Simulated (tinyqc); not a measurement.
Raising the field: quantum-confined Stark effect in a modulator well.

Envelopes on cells of 0.5 angstrom over the well |z| < L/2 and 45 angstrom of barrier on each side, psi = 0 beyond, psi'/m continuous (mean mass between points), c = hbar^2/2m0. The electron sees + e F z and the hole - e F z, each with its offset in the barriers; 1 kV/cm = 1e-5 eV/angstrom. Light holes, band mixing and escape by tunnelling are left out.

Exciton: in-plane function exp(-rho/lam), 1/mu = 1/me + 1/mp, E(lam) = c/(mu lam^2) - (q/eps) times the integral over k of Fm(k)(1 + (k lam/2)^2)^(-3/2), Fm(k) the double integral of psi_e^2 psi_h^2 exp(-k |z - z'|), q = e^2/(4 pi eps0); binding Eb = -E at the minimum. Line at Eg + E_e + E_h - Eb, strength proportional to overlap^2/lam^2.

Constants: hbar^2/2m0 = 3.80998211 eV angstrom^2; e^2/(4 pi eps0) = 14.39964547 eV angstrom; hc = 1239.841984 eV nm.

Parameters, chosen for this exercise (near those of a Ge well in SiGe, direct gap; the results hold for these values, not for the real material): L = 136 angstrom (well width); Vc = 0.374 eV (conduction offset); Vv = 0.108 eV (heavy-hole offset); me = 0.0429 m0 (electron, well); meb = 0.0566 m0 (electron, barrier); mh = 0.207 m0 (heavy hole along z, well); mhb = 0.238 m0 (heavy hole, barrier); Eg = 0.853 eV (gap of the well); mp = 0.074 m0 (heavy hole in the plane); eps = 15.3 (dielectric constant); Fs = (0, 12, 24, 36, 50, 65, 81) kV/cm (fields).

All quantities anew; shifts from zero field.

Results:

| F (kV/cm) | dE_e (meV) | dE_h (meV) | Eb (meV) | line shift (meV) | overlap^2 | relative strength |
|---|---|---|---|---|---|---|
| 0 | 0.00 | 0.00 | 3.94 | 0.00 | 0.999 | 1.000 |
| 12 | -0.16 | -0.63 | 3.90 | -0.75 | 0.953 | 0.938 |
| 24 | -0.63 | -2.42 | 3.80 | -2.91 | 0.842 | 0.793 |
| 36 | -1.41 | -5.14 | 3.67 | -6.27 | 0.708 | 0.630 |
| 50 | -2.70 | -9.18 | 3.52 | -11.46 | 0.560 | 0.465 |
| 65 | -4.52 | -14.27 | 3.38 | -18.23 | 0.428 | 0.331 |
| 81 | -6.92 | -20.37 | 3.24 | -26.59 | 0.317 | 0.230 |

The line shift grows with exponent 1.96 in F at low field and 1.72 at the end, as the carriers come up against opposite walls and the dipole begins to saturate. The hole gives 80 % of the level shift in the second row and 75 % in the last. The largest shift is 6.7 times the zero-field binding, yet 82 % of the binding survives, since the walls stop the field from pulling the pair apart. Half the strength is gone between 36 and 50 kV/cm.

Run: tinyqc, `OMP_NUM_THREADS=1 python tinyqc.py 1251043 1251044 out.jsonl`; Intel(R) Xeon(R) Processor @ 2.30GHz, one thread, shared host; about 0.2 s of CPU time with all checks.
